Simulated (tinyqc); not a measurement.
From ratio v(1)/v(theta_0) back to exchange current of the accelerated surface i_1: bottom-up copper filling of a trench by curvature-enhanced accelerator coverage. Computed by tinyqc, a small Python program. Command: `OMP_NUM_THREADS=1 python tinyqc.py 3023469 3023470 out.jsonl superfill inv`. One thread of a shared host (Intel(R) Xeon(R) Processor @ 2.30GHz), about 0.2 s of CPU time with the checks.

A rectangular trench keeps vertical walls and a flat floor. An accelerator floats on the surface; where area is lost in the corners it is passed on to the floor.

Inputs (values chosen for the exercise, close to those used for damascene copper plating):

| quantity | value | unit |
|---|---|---|
| exchange current of the suppressed surface i_0 | 0.043 | mA/cm^2 |
| transfer coefficient alpha | 0.45 | - |
| overpotential eta | 0.18 | V |
| starting coverage theta_0 | 0.069 | - |
| cupric ion concentration C | 0.32 | mol/l |
| diffusivity D | 3.8e-06 | cm^2/s |
| boundary layer delta | 59 | um |
| temperature T | 298 | K |

Constants: e = 1.602176634e-19 C; N_A = 6.02214076e+23 1/mol; k_B = 8.617333262e-05 eV/K.

Method. Kinetic current i_k = [i_0 (1 - theta) + i_1 theta] exp(alpha eta/(k_B T)), limit i_L = 2 F D C/delta, i = 1/(1/i_k + 1/i_L); velocity v = i Omega/(2F), Omega = 7.11 cm^3/mol, F = e N_A. Depletion inside the trench is ignored.

Task: A run gave the result below. Find the exchange current of the accelerated surface i_1, known to lie between 3.2 and 6.7 mA/cm^2.

ratio v(1)/v(theta_0) = 4.682134

Result:

Each step takes the trial c = (a f_b - b f_a)/(f_b - f_a), f being the result less the target and a, b, c the logarithms of the listed values; c replaces end b, the old b replaces a if the sign of f changed, and otherwise f_a is halved.

Scan of the range:

| exchange current of the accelerated surface i_1 (mA/cm^2) | ratio v(1)/v(theta_0) |
|---|---|
| 3.20 | 4.90504 |
| 3.62 | 4.66757 |
| 4.09 | 4.42879 |
| 4.63 | 4.18620 |
| 5.24 | 3.94741 |
| 5.92 | 3.71796 |
| 6.70 | 3.49350 |

False position (Illinois rule, in the logarithm of the input) inside the bracket:

| step | end a | end b | trial | ratio v(1)/v(theta_0) |
|---|---|---|---|---|
| 1 | 3.20000 | 3.62000 | 3.59272 | 4.68228 |
| 2 | 3.62000 | 3.59272 | 3.59300 | 4.68213 |
| 3 | 3.62000 | 3.59300 | 3.59300 | 4.68213 |
| 4 | 3.59300 | 3.59300 | 3.59300 | 4.68213 |

Ratio v(1)/v(theta_0) falls at every point of a 13-point scan of the range (every second point is shown), so one value fits; it is bracketed by 3.20 and 3.62. Answer: exchange current of the accelerated surface i_1 = 3.593 mA/cm^2.
